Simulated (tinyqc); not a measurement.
Worked calculation: coherent transport through a tight-binding region between two chains. One step of it, computed by the program tinyqc.

Task: Transmission at E = -0.52 eV. Surface Green function g = (E - i sqrt(4 t^2 - E^2)) / (2 t^2); self-energy tc^2 g on each contact site; G = (E - H - Sigma)^(-1); Gamma = -2 Im Sigma; T = Gamma_L Gamma_R |G_LR|^2; local density of states -Im G_ii / pi.

H of the central region (eV), lower triangle:
```
           1          2          3          4         5
1   0.000000
2  -1.440000   0.000000
3   0.000000  -1.220000   0.000000
4   0.000000   0.000000  -1.440000   0.000000
5   0.000000   0.000000   0.000000  -1.440000  0.000000
```

Leads: semi-infinite chains with site energy 0:
```
parameter                           value
lead hopping t (eV)              2.650000
coupling to the left lead (eV)   0.360000
coupling to the right lead (eV)  0.270000
left contact site                       1
right contact site                      5
```

E = -0.520000 eV

Give: g; G; local density of states; transmission.

Result:

g = -0.0370-0.3755i 1/eV

G (1/eV), lower triangle:
```
                 1                2                3               4
1  -0.3263-0.0196i
2   0.5770+0.0040i   0.2066-0.0181i
3   0.6311+0.0249i   0.2266-0.0124i  -0.6483-0.0346i
4  -0.2610+0.0056i  -0.0932+0.0108i   0.2683-0.0020i  0.1759-0.0099i
5  -0.7253-0.0228i  -0.2603+0.0163i   0.7452+0.0339i  0.4896-0.0016i

                 5
5  -0.5684-0.0345i
```

local density of states (1/eV): 0.0062  0.0058  0.0110  0.0031  0.0110

transmission = 0.0028
